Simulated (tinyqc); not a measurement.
Out-diffusion of a doped substrate or buried layer into a growing epitaxial film: one step, computed by the program tinyqc. Command: `OMP_NUM_THREADS=1 python tinyqc.py 3001223 3001224 out.jsonl buried walk`. One thread of a shared host (Intel(R) Xeon(R) Processor @ 2.30GHz), about 0.01 s of CPU time with the checks.

x is counted from the original substrate surface into the film, whose surface moves as x = v t. Substrate dopant has one diffusivity; the dopant of the film is taken as uniform.

Question. Scales. D = D0 exp(-E/(k_B T)); growth time t = d/v; l = 2 sqrt(D t); growth number G = v t/l = d/l; 1 um = 1e-4 cm. Temperatures in kelvin are T(C) + 273.15.

Inputs (values chosen for the exercise, modelled on phosphorus in silicon):

| quantity | value | unit |
|---|---|---|
| prefactor D0 | 4.97 | cm^2/s |
| activation energy E | 3.65 | eV |
| growth rate v | 0.16 | um/min |
| film thickness d | 6.7 | um |
| growth temperature T | 1000 | C |

Film doping: opposite type.

Constants: k_B = 8.617333262e-05 eV/K.

Give: diffusivity D; growth time t; length l; growth number G.

Answer.

diffusivity D = 1.769e-14 cm^2/s

growth time t = 41.875 min

length l = 0.1333 um

growth number G = 50.25

The surface outruns diffusion, so the film acts as an infinite medium.
